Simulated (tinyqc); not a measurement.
Inside a calculation. Method: Hueckel theory of the pi electrons, for the molecule C1=Nc2ccccc21 (SMILES; centres numbered as the heavy atoms are written). One step of it, computed by the program tinyqc.

Question. Energy, charges, bond orders. E = sum n x; q_r = z_r - P_rr; bond order p = P_rs; free valence = sqrt(3) - sum of p over the bonds of the atom.

x values: 2.435059  1.543188  1.109016  0.397969  -0.169019  -1.083459  -1.429582  -2.303173

occupations: 2.000000  2.000000  2.000000  2.000000  0.000000  0.000000  0.000000  0.000000

charge and bond-order matrix P, lower triangle:
```
           1C         2N         3C         4C         5C         6C        7C        8C
1C   0.710791
2N   0.827957   1.343117
3C   0.083578   0.219012   0.942665
4C  -0.323237  -0.072598   0.724572   1.022733
5C  -0.115016   0.146024   0.048630   0.570655   0.947034
6C   0.135451   0.079224  -0.341703  -0.027068   0.720912   1.033159
7C   0.145750  -0.312664  -0.044964  -0.191446   0.059056   0.578548  0.925613
8C   0.257991  -0.134770   0.543699   0.041160  -0.333810  -0.048490  0.706106  1.074889
```

Centres:

| centre | z_r, pi electrons of the neutral centre | h |
|---|---|---|
| 1C | 1 | 0.000000 |
| 2N | 1 | 0.500000 |
| 3C | 1 | 0.000000 |
| 4C | 1 | 0.000000 |
| 5C | 1 | 0.000000 |
| 6C | 1 | 0.000000 |
| 7C | 1 | 0.000000 |
| 8C | 1 | 0.000000 |

Bonds:

| i | j | k |
|---|---|---|
| 1 | 2 | 1 |
| 2 | 3 | 1.000000 |
| 3 | 4 | 1 |
| 4 | 5 | 1 |
| 5 | 6 | 1 |
| 6 | 7 | 1 |
| 7 | 8 | 1 |
| 8 | 1 | 1 |
| 8 | 3 | 1 |

Give: pi energy = 8 alpha + this times beta; pi charges; Bond orders and lengths from R = 1.517 - 0.180 p; free valence of the carbons; gap between the highest filled and the next level.

Answer.

pi energy = 8 alpha + this times beta = 10.9705

pi charges: 1C 0.2892, 2N -0.3431, 3C 0.0573, 4C -0.0227, 5C 0.0530, 6C -0.0332, 7C 0.0744, 8C -0.0749

Bond orders and lengths from R = 1.517 - 0.180 p (angstrom, C-C alone):

| bond | p | R |
|---|---|---|
| 1-2 | 0.8280 | - |
| 2-3 | 0.2190 | - |
| 3-4 | 0.7246 | 1.3866 |
| 4-5 | 0.5707 | 1.4143 |
| 5-6 | 0.7209 | 1.3872 |
| 6-7 | 0.5785 | 1.4129 |
| 7-8 | 0.7061 | 1.3899 |
| 8-1 | 0.2580 | 1.4706 |
| 8-3 | 0.5437 | 1.4191 |

free valence of the carbons: 1C 0.6461, 3C 0.2448, 4C 0.4368, 5C 0.4405, 6C 0.4326, 7C 0.4474, 8C 0.2243

gap between the highest filled and the next level = 0.5670 |beta|
